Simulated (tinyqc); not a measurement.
Worked calculation: RHF in the cc-pvdz basis, for He, spin multiplicity 1. Computed by tinyqc, a small Python program that keeps every step (integrals from PySCF). Settings: charge = 0, multiplicity = 1, basis = cc-pvdz, energy threshold = 1e-08, iteration cap = 56, orthogonalisation = symmetric, start = core, DIIS depth = 4, method = RHF. Command: `OMP_NUM_THREADS=1 python tinyqc.py 25316 25317 out.jsonl` (the two numbers bound the seeds that draw the settings). One thread of a shared host (Intel(R) Xeon(R) Processor @ 2.60GHz), about 0.03 s of CPU time with the checks. Later iterations appear only in the table of the cycle.

## One-electron integrals

Geometry (angstrom):
```
atom         x         y         z
He    0.000000  0.000000  0.000000
```

Basis cc-pvdz: exponents (1/bohr^2) and contraction coefficients of normalised primitives:
```
element  l (shell)   exponent  coefficient
He           s (1)  38.360000     0.040176
He           s (1)   5.770000     0.261368
He           s (1)   1.240000     0.793071
He           s (2)   0.297600     1.000000
He           p (3)   1.275000     1.000000
```

Overlap, kinetic and nuclear-attraction integrals over the contracted functions; the nuclear repulsion is the sum of Za Zb / Rab.

nuclear repulsion = 0 hartree

overlap S, lower triangle:
```
           1He 1s    1He 2s   1He 2px   1He 2py   1He 2pz
1He 1s   1.000000
1He 2s   0.634168  1.000000
1He 2px  0.000000  0.000000  1.000000
1He 2py  0.000000  0.000000  0.000000  1.000000
1He 2pz  0.000000  0.000000  0.000000  0.000000  1.000000
```

kinetic energy T (hartree), lower triangle:
```
           1He 1s    1He 2s   1He 2px   1He 2py   1He 2pz
1He 1s   2.922435
1He 2s   0.466660  0.446400
1He 2px  0.000000  0.000000  3.187500
1He 2py  0.000000  0.000000  0.000000  3.187500
1He 2pz  0.000000  0.000000  0.000000  0.000000  3.187500
```

nuclear attraction V (hartree), lower triangle:
```
            1He 1s     1He 2s    1He 2px    1He 2py    1He 2pz
1He 1s   -4.802688
1He 2s   -2.012449  -1.741071
1He 2px   0.000000   0.000000  -2.402503
1He 2py   0.000000   0.000000   0.000000  -2.402503
1He 2pz   0.000000   0.000000   0.000000   0.000000  -2.402503
```

core Hamiltonian H = T + V (hartree), lower triangle:
```
            1He 1s     1He 2s   1He 2px   1He 2py   1He 2pz
1He 1s   -1.880253
1He 2s   -1.545789  -1.294671
1He 2px   0.000000   0.000000  0.784997
1He 2py   0.000000   0.000000  0.000000  0.784997
1He 2pz   0.000000   0.000000  0.000000  0.000000  0.784997
```

## Two-electron integrals

Functions are numbered as in S; the eight-fold symmetry (ij|kl) = (ji|kl) = (kl|ij) leaves the list below.

Two-electron integrals (ij|kl) in chemists' order, unique and non-zero (hartree):
```
(11|11) 1.543036   (21|11) 0.784979   (21|21) 0.426774   (22|11) 0.803460
(22|21) 0.475908   (22|22) 0.615562   (31|31) 0.177307   (32|31) 0.142524
(32|32) 0.130008   (33|11) 1.099799   (33|21) 0.627782   (33|22) 0.734404
(33|33) 1.040531   (41|41) 0.177307   (42|41) 0.142524   (42|42) 0.130008
(43|43) 0.063706   (44|11) 1.099799   (44|21) 0.627782   (44|22) 0.734404
(44|33) 0.913119   (44|44) 1.040531   (51|51) 0.177307   (52|51) 0.142524
(52|52) 0.130008   (53|53) 0.063706   (54|54) 0.063706   (55|11) 1.099799
(55|21) 0.627782   (55|22) 0.734404   (55|33) 0.913119   (55|44) 0.913119
(55|55) 1.040531
```

## Orthogonalisation

S = U s U^T; symmetric (Loewdin) form X = U s^(-1/2) U^T, so that X^T S X = 1.

eigenvalues of S: 0.365832  1.000000  1.000000  1.000000  1.634168

X, lower triangle:
```
            1He 1s    1He 2s   1He 2px   1He 2py   1He 2pz
1He 1s    1.217794
1He 2s   -0.435533  1.217794
1He 2px   0.000000  0.000000  1.000000
1He 2py   0.000000  0.000000  0.000000  1.000000
1He 2pz   0.000000  0.000000  0.000000  0.000000  1.000000
```

## Starting guess

The start is the orbitals of the core Hamiltonian; D = 2 C_occ C_occ^T.

D at the start, lower triangle:
```
           1He 1s    1He 2s   1He 2px   1He 2py   1He 2pz
1He 1s   1.195448
1He 2s   0.481457  0.193903
1He 2px  0.000000  0.000000  0.000000
1He 2py  0.000000  0.000000  0.000000  0.000000
1He 2pz  0.000000  0.000000  0.000000  0.000000  0.000000
```

## Iteration 1: building the Fock matrix

J_ij = sum D_kl (ij|kl), K_ij = sum D_kl (ik|jl); F = H + J - 0.5 K; E = tr D H + tr D J / 2 - 0.25 tr D K + E_nn.

Coulomb J (hartree), lower triangle:
```
           1He 1s    1He 2s   1He 2px   1He 2py   1He 2pz
1He 1s   2.756280
1He 2s   1.441629  1.538113
1He 2px  0.000000  0.000000  2.061656
1He 2py  0.000000  0.000000  0.000000  2.061656
1He 2pz  0.000000  0.000000  0.000000  0.000000  2.061656
```

exchange K (hartree), lower triangle:
```
           1He 1s    1He 2s   1He 2px   1He 2py   1He 2pz
1He 1s   2.683240
1He 2s   1.622987  1.087804
1He 2px  0.000000  0.000000  0.374409
1He 2py  0.000000  0.000000  0.000000  0.374409
1He 2pz  0.000000  0.000000  0.000000  0.000000  0.374409
```

Fock matrix F (hartree), lower triangle:
```
            1He 1s     1He 2s   1He 2px   1He 2py   1He 2pz
1He 1s   -0.465592
1He 2s   -0.915653  -0.300461
1He 2px   0.000000   0.000000  2.659449
1He 2py   0.000000   0.000000  0.000000  2.659449
1He 2pz   0.000000   0.000000  0.000000  0.000000  2.659449
```

total energy of this density = -2.74189681 hartree

## Iteration 1: diagonalisation and new density

Diagonalise F' = X^T F X, C = X C', fill 1 alpha and 1 beta electrons from the bottom; D = 2 C_occ C_occ^T. Each column has its largest component positive (the first on a tie).

F' = X^T F X (hartree), lower triangle:
```
           1         2         3         4         5
1   0.223828
2  -1.125318  0.437399
3   0.000000  0.000000  2.659449
4   0.000000  0.000000  0.000000  2.659449
5   0.000000  0.000000  0.000000  0.000000  2.659449
```

orbital energies (hartree): MO1 -0.799759, MO2 1.460987, MO3 2.659449, MO4 2.659449, MO5 2.659449

coefficients C:
```
              MO1        MO2       MO3       MO4       MO5
1He 1s   0.607806  -1.141615  0.000000  0.000000  0.000000
1He 2s   0.497241   1.193928  0.000000  0.000000  0.000000
1He 2px  0.000000   0.000000  1.000000  0.000000  0.000000
1He 2py  0.000000   0.000000  0.000000  1.000000  0.000000
1He 2pz  0.000000   0.000000  0.000000  0.000000  1.000000
```

D after iteration 1, lower triangle:
```
           1He 1s    1He 2s   1He 2px   1He 2py   1He 2pz
1He 1s   0.738856
1He 2s   0.604452  0.494496
1He 2px  0.000000  0.000000  0.000000
1He 2py  0.000000  0.000000  0.000000  0.000000
1He 2pz  0.000000  0.000000  0.000000  0.000000  0.000000
```

Within a degenerate level the vectors are fixed only up to a rotation; this is one choice.

## Iteration 2: building the Fock matrix

As before.

Coulomb J (hartree), lower triangle:
```
           1He 1s    1He 2s   1He 2px   1He 2py   1He 2pz
1He 1s   2.486354
1He 2s   1.331251  1.473361
1He 2px  0.000000  0.000000  1.934681
1He 2py  0.000000  0.000000  0.000000  1.934681
1He 2pz  0.000000  0.000000  0.000000  0.000000  1.934681
```

exchange K (hartree), lower triangle:
```
           1He 1s    1He 2s   1He 2px   1He 2py   1He 2pz
1He 1s   2.300084
1He 2s   1.558939  1.195044
1He 2px  0.000000  0.000000  0.367590
1He 2py  0.000000  0.000000  0.000000  0.367590
1He 2pz  0.000000  0.000000  0.000000  0.000000  0.367590
```

Fock matrix F (hartree), lower triangle:
```
            1He 1s     1He 2s   1He 2px   1He 2py   1He 2pz
1He 1s   -0.543941
1He 2s   -0.994008  -0.418832
1He 2px   0.000000   0.000000  2.535883
1He 2py   0.000000   0.000000  0.000000  2.535883
1He 2pz   0.000000   0.000000  0.000000  0.000000  2.535883
```

total energy of this density = -2.85440990 hartree

## Iteration 2: DIIS over 2 matrices

error matrix X^T (FDS - SDF) X:
```
           1         2         3         4         5
1   0.000000  0.056581  0.000000  0.000000  0.000000
2  -0.056581  0.000000  0.000000  0.000000  0.000000
3   0.000000  0.000000  0.000000  0.000000  0.000000
4   0.000000  0.000000  0.000000  0.000000  0.000000
5   0.000000  0.000000  0.000000  0.000000  0.000000
```

B (overlaps of the stored error matrices):
```
               1              2
1  9.0996510e-01  7.6330997e-02
2  7.6330997e-02  6.4029062e-03
```

Minimise |sum c_i e_i|^2 with sum c_i = 1: solve [B -1; -1 0][c; lambda] = [0; -1] with B_ij = tr e_i^T e_j, and take F = sum c_i F_i.

DIIS coefficients: -0.091564  1.091564

extrapolated F (hartree), lower triangle:
```
            1He 1s     1He 2s   1He 2px   1He 2py   1He 2pz
1He 1s   -0.551115
1He 2s   -1.001182  -0.429671
1He 2px   0.000000   0.000000  2.524569
1He 2py   0.000000   0.000000  0.000000  2.524569
1He 2pz   0.000000   0.000000  0.000000  0.000000  2.524569
```

## Iteration 2: diagonalisation and new density

As before.

F' = X^T F X (hartree), lower triangle:
```
           1         2         3         4         5
1   0.163214
2  -1.154491  0.320282
3   0.000000  0.000000  2.524569
4   0.000000  0.000000  0.000000  2.524569
5   0.000000  0.000000  0.000000  0.000000  2.524569
```

orbital energies (hartree): MO1 -0.915411, MO2 1.398907, MO3 2.524569, MO4 2.524569, MO5 2.524569

coefficients C:
```
              MO1        MO2       MO3       MO4       MO5
1He 1s   0.592517  -1.149624  0.000000  0.000000  0.000000
1He 2s   0.513129   1.187186  0.000000  0.000000  0.000000
1He 2px  0.000000   0.000000  1.000000  0.000000  0.000000
1He 2py  0.000000   0.000000  0.000000  1.000000  0.000000
1He 2pz  0.000000   0.000000  0.000000  0.000000  1.000000
```

D after iteration 2, lower triangle:
```
           1He 1s    1He 2s   1He 2px   1He 2py   1He 2pz
1He 1s   0.702154
1He 2s   0.608076  0.526602
1He 2px  0.000000  0.000000  0.000000
1He 2py  0.000000  0.000000  0.000000  0.000000
1He 2pz  0.000000  0.000000  0.000000  0.000000  0.000000
```

Within a degenerate level the vectors are fixed only up to a rotation; this is one choice.

## Iteration 3: building the Fock matrix

As before.

Coulomb J (hartree), lower triangle:
```
           1He 1s    1He 2s   1He 2px   1He 2py   1He 2pz
1He 1s   2.461206
1He 2s   1.320813  1.467085
1He 2px  0.000000  0.000000  1.922445
1He 2py  0.000000  0.000000  0.000000  1.922445
1He 2pz  0.000000  0.000000  0.000000  0.000000  1.922445
```

exchange K (hartree), lower triangle:
```
           1He 1s    1He 2s   1He 2px   1He 2py   1He 2pz
1He 1s   2.262842
1He 2s   1.549866  1.202593
1He 2px  0.000000  0.000000  0.366290
1He 2py  0.000000  0.000000  0.000000  0.366290
1He 2pz  0.000000  0.000000  0.000000  0.000000  0.366290
```

Fock matrix F (hartree), lower triangle:
```
            1He 1s     1He 2s   1He 2px   1He 2py   1He 2pz
1He 1s   -0.550468
1He 2s   -0.999909  -0.428883
1He 2px   0.000000   0.000000  2.524297
1He 2py   0.000000   0.000000  0.000000  2.524297
1He 2pz   0.000000   0.000000  0.000000  0.000000  2.524297
```

total energy of this density = -2.85516045 hartree

## Iteration 3: DIIS over 3 matrices

error matrix X^T (FDS - SDF) X:
```
          1          2         3         4         5
1  0.000000  -0.000367  0.000000  0.000000  0.000000
2  0.000367   0.000000  0.000000  0.000000  0.000000
3  0.000000   0.000000  0.000000  0.000000  0.000000
4  0.000000   0.000000  0.000000  0.000000  0.000000
5  0.000000   0.000000  0.000000  0.000000  0.000000
```

B (overlaps of the stored error matrices), lower triangle:
```
                1               2              3
1   9.0996510e-01
2   7.6330997e-02   6.4029062e-03
3  -4.9563125e-04  -4.1575251e-05  2.6995578e-07
```

As before.

DIIS coefficients: -0.041300  0.495897  0.545404

extrapolated F (hartree), lower triangle:
```
            1He 1s     1He 2s   1He 2px   1He 2py   1He 2pz
1He 1s   -0.550737
1He 2s   -1.000462  -0.429203
1He 2px   0.000000   0.000000  2.524461
1He 2py   0.000000   0.000000  0.000000  2.524461
1He 2pz   0.000000   0.000000  0.000000  0.000000  2.524461
```

## Iteration 3: diagonalisation and new density

As before.

F' = X^T F X (hartree), lower triangle:
```
           1         2         3         4         5
1   0.163101
2  -1.153736  0.320284
3   0.000000  0.000000  2.524461
4   0.000000  0.000000  0.000000  2.524461
5   0.000000  0.000000  0.000000  0.000000  2.524461
```

orbital energies (hartree): MO1 -0.914717, MO2 1.398102, MO3 2.524461, MO4 2.524461, MO5 2.524461

coefficients C:
```
              MO1        MO2       MO3       MO4       MO5
1He 1s   0.592572  -1.149596  0.000000  0.000000  0.000000
1He 2s   0.513073   1.187211  0.000000  0.000000  0.000000
1He 2px  0.000000   0.000000  1.000000  0.000000  0.000000
1He 2py  0.000000   0.000000  0.000000  1.000000  0.000000
1He 2pz  0.000000   0.000000  0.000000  0.000000  1.000000
```

D after iteration 3, lower triangle:
```
           1He 1s    1He 2s   1He 2px   1He 2py   1He 2pz
1He 1s   0.702282
1He 2s   0.608065  0.526487
1He 2px  0.000000  0.000000  0.000000
1He 2py  0.000000  0.000000  0.000000  0.000000
1He 2pz  0.000000  0.000000  0.000000  0.000000  0.000000
```

Within a degenerate level the vectors are fixed only up to a rotation; this is one choice.

## Iteration 6 (converged): orbitals

converged F (hartree), lower triangle:
```
            1He 1s     1He 2s   1He 2px   1He 2py   1He 2pz
1He 1s   -0.550426
1He 2s   -0.999872  -0.428819
1He 2px   0.000000   0.000000  2.524372
1He 2py   0.000000   0.000000  0.000000  2.524372
1He 2pz   0.000000   0.000000  0.000000  0.000000  2.524372
```

As before.

F' = X^T F X (hartree), lower triangle:
```
           1         2         3         4         5
1   0.163007
2  -1.153116  0.320286
3   0.000000  0.000000  2.524372
4   0.000000  0.000000  0.000000  2.524372
5   0.000000  0.000000  0.000000  0.000000  2.524372
```

orbital energies (hartree): MO1 -0.914148, MO2 1.397442, MO3 2.524372, MO4 2.524372, MO5 2.524372

coefficients C:
```
              MO1        MO2       MO3       MO4       MO5
1He 1s   0.592616  -1.149573  0.000000  0.000000  0.000000
1He 2s   0.513027   1.187231  0.000000  0.000000  0.000000
1He 2px  0.000000   0.000000  1.000000  0.000000  0.000000
1He 2py  0.000000   0.000000  0.000000  1.000000  0.000000
1He 2pz  0.000000   0.000000  0.000000  0.000000  1.000000
```

D after iteration 6, lower triangle:
```
           1He 1s    1He 2s   1He 2px   1He 2py   1He 2pz
1He 1s   0.702388
1He 2s   0.608056  0.526393
1He 2px  0.000000  0.000000  0.000000
1He 2py  0.000000  0.000000  0.000000  0.000000
1He 2pz  0.000000  0.000000  0.000000  0.000000  0.000000
```

Within a degenerate level the vectors are fixed only up to a rotation; this is one choice.

## Convergence

Stop when the energy changes by less than 1e-08 hartree and every element of the error matrix X^T (F D S - S D F) X is below 3e-05.

Course of the cycle:
```
iteration  E (hartree)     change  largest element of the error matrix
1          -2.74189681          -                             6.75e-01
2          -2.85440990  -1.13e-01                             5.66e-02
3          -2.85516045  -7.51e-04                             3.67e-04
4          -2.85516047  -2.52e-08                             1.66e-04
5          -2.85516047  -3.75e-09                             1.07e-04
6          -2.85516048  -2.67e-09                             9.48e-08
```

PySCF RHF in the same basis = -2.85516048 hartree

Converged in 6 iterations.

## Populations

Mulliken: Z minus the diagonal of D S on the atom; Loewdin: the same with S^(1/2) D S^(1/2).

Charges (e):
```
atom  Mulliken  Loewdin
1He          0        0
```
